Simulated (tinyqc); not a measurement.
Width of the well: optical transitions of a finite quantum well.

Each carrier sees a square well of width L with its own depth V and masses m (inside), mb (outside); c = hbar^2/2m0, k = sqrt(m E/c), kappa = sqrt(mb (V - E)/c), and level n solves k L + 2 atan[(k/m)/(kappa/mb)] = n pi. The envelope is cos(kz) for odd n and sin(kz) for even n inside, joins exp(-kappa (|z| - L/2)) outside, and is normalised to 1. Excitons and band mixing are left out.

Constants: hbar^2/2m0 = 3.80998211 eV angstrom^2; hc = 1239.841984 eV nm.

Parameters, chosen for this exercise (near those of a GaAs well in AlGaAs; the results hold for these values, not for the real material):

| symbol | value | unit | meaning |
|---|---|---|---|
| Eg | 1.507 | eV | gap of the well |
| Vc | 0.235 | eV | conduction offset |
| Vv | 0.13 | eV | valence offset |
| me | 0.066 | m0 | electron, well |
| meb | 0.0911 | m0 | electron, barrier |
| mh | 0.349 | m0 | heavy hole along z, well |
| mhb | 0.413 | m0 | heavy hole, barrier |
| ml | 0.0894 | m0 | light hole along z, well |
| mlb | 0.1057 | m0 | light hole, barrier |
| Ls | (30, 38, 53, 68, 83, 127, 160) | angstrom | widths |

Edge wavelength hc/(Eg + e1 + hh1), squared e1-hh1 overlap, lh1 - hh1, and the 1-2 intersubband energy with f_12 = (m1/c) E12 z_12^2, 1/m1 = <1|1/m|1> (dash: e2 unbound).

Results:

| L (angstrom) | edge (nm) | overlap^2 | lh1 - hh1 (meV) | E12 (meV) | f_12 |
|---|---|---|---|---|---|
| 30 | 742.3 | 0.9355 | 36.4 | - | - |
| 38 | 757.3 | 0.9499 | 33.7 | - | - |
| 53 | 776.5 | 0.9659 | 27.2 | 161.8 | 0.595 |
| 68 | 788.6 | 0.9750 | 21.7 | 139.9 | 0.965 |
| 83 | 796.5 | 0.9808 | 17.5 | 112.8 | 0.984 |
| 127 | 808.7 | 0.9895 | 10.1 | 62.8 | 0.972 |
| 160 | 813.0 | 0.9926 | 7.2 | 43.8 | 0.967 |

The edge tunes from 742 to 813 nm, towards hc/Eg = 823 nm, while the overlap goes from 0.936 to 0.993. e2 binds at L = pi sqrt(c/(me Vc)) = 49.2 angstrom; f_12 starts from zero there and is 0.595 at 53 angstrom, the rest going to the continuum; among the widths listed it peaks at 0.984 (83 angstrom) and is 0.967 in the widest well, against 0.961 for hard walls.

tinyqc: `OMP_NUM_THREADS=1 python tinyqc.py 1282161 1282162 out.jsonl`; about 0.1 s, one thread, shared Intel(R) Xeon(R) Processor @ 2.30GHz.
